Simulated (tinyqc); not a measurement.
Worked calculation: tight binding, dimerised chain. One step of it, computed by the program tinyqc.

Task: Bloch Hamiltonian at X. H_AA = +delta, H_BB = -delta, H_AB = -t1 - t2 exp(-i k a).

Parameters chosen for this model:
```
parameter     value                      unit
t1         2.210000       eV, inside the cell
t2         0.640000         eV, between cells
delta             0  eV, +/- on the two sites
```

k point X (2 pi / a): 0.500000

Give: H(k) at X.

Result:

H(k) at X (eV):
```
        A       B
A   0.000  -1.570
B  -1.570   0.000
```
